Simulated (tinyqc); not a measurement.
Ion-assisted plasma etching: sheath, surface coverage, synergy and aspect-ratio dependence. From floor rate over open-field rate back to aspect ratio A. Computed by tinyqc, a small Python program. Command: `OMP_NUM_THREADS=1 python tinyqc.py 3011657 3011658 out.jsonl etch inv`. One thread of a shared host (Intel(R) Xeon(R) Processor @ 2.30GHz), about 0.02 s of CPU time with the checks.

Radicals adsorb on bare sites; ions remove covered sites with a high yield and bare sites by sputtering; a slow spontaneous reaction acts everywhere, walls included.

Inputs (values chosen for the exercise, close to those used for silicon dioxide in a fluorocarbon plasma):
```
quantity                                value       unit
plasma density n_e                      9e+09     1/cm^3
electron temperature T_e                    2         eV
ion mass M_i                               69          u
sheath voltage V                          240          V
radical density n                     1.4e+13     1/cm^3
radical mass M_n                           50          u
gas temperature T_g                       500          K
sticking coefficient s                   0.41          -
radicals per removed unit x                 4          -
yield slope b                            0.21  eV^(-1/2)
threshold E_th                             29         eV
sputter slope b_p                       0.015  eV^(-1/2)
sputter threshold E_p                      34         eV
spontaneous reaction probability k_c  4.5e-05          -
solid density N                       2.2e+22     1/cm^3
ion temperature T_i                      0.37         eV
```

Feature: long trench.

Constants: e = 1.602176634e-19 C; u = 1.6605390666e-27 kg; k_B = 1.380649e-23 J/K; eps_0 = 8.8541878128e-12 F/m.

Method:
- Bohm speed u_B = sqrt(e T_e/M_i); ion flux G_i = 0.61 n_e u_B; radical flux G_n = n c/4 with c = sqrt(8 k_B T_g/(pi M_n)).
- Debye length lambda_D = sqrt(eps_0 T_e/(e n_s)) with n_s = 0.61 n_e, T_e in volts; Child-law sheath d = (sqrt2/3) lambda_D (2 V/T_e)^(3/4); ion energy E = V + T_e/2; angular spread = arctan(sqrt(T_i/E)).
- Yields: Y = b (sqrt(E) - sqrt(E_th)) on covered sites, Y_p = b_p (sqrt(E) - sqrt(E_p)) on bare ones (zero below threshold).
- Steady coverage: s G_n (1 - theta) = x Y G_i theta; removal flux = Y G_i theta + Y_p G_i (1 - theta) + k_c G_n; rate = flux/N, 1 cm/s = 6e8 nm/min.
- Lateral rate = k_c G_n/N; anisotropy = 1 - lateral/vertical; synergy = vertical/(ions alone + radicals alone), with ions alone Y_p G_i/N and radicals alone the lateral rate.
- Transmission of a long trench, rough form: K = (1 + ln(1 + A))/(1 + A + ln(1 + A)), walls that scatter diffusely without loss. With a loss probability S = s (1 - theta) at the floor, G_b/G_n = K/(K + S - K S); theta follows G_b, and the two are solved together. Ions are taken to reach the floor unshadowed; G_b replaces G_n in every term of the rate; A is depth over width.

Problem. A run gave the result below. Find the aspect ratio A, known to lie between 1.1 and 3.5.

floor rate over open-field rate = 0.996037

Solution.

Each step takes the trial c = (a f_b - b f_a)/(f_b - f_a), f being the result less the target and a, b, c the logarithms of the listed values; c replaces end b, the old b replaces a if the sign of f changed, and otherwise f_a is halved.

Scan of the range:
```
aspect ratio A  floor rate over open-field rate
1.10                                   0.997158
1.33                                   0.996747
1.62                                   0.996262
1.96                                   0.995725
2.38                                   0.995098
2.89                                   0.994373
3.50                                   0.993545
```

False position (Illinois rule, in the logarithm of the input) inside the bracket:
```
step    end a    end b    trial  floor rate over open-field rate
1     1.62000  1.96000  1.75451                         0.996046
2     1.96000  1.75451  1.75980                         0.996037
3     1.96000  1.75980  1.76020                         0.996037
4     1.75980  1.76020  1.76001                         0.996037
```

Floor rate over open-field rate falls at every point of a 13-point scan of the range (every second point is shown), so one value fits; it is bracketed by 1.62 and 1.96. Answer: aspect ratio A = 1.760.

Caution: a sheath of several millimetres is collisional at usual pressures, which lowers the ion energy and widens the angles. Caution: the trench transmission is an interpolation between the limits 1 and ln(A)/A, good to tens of per cent.
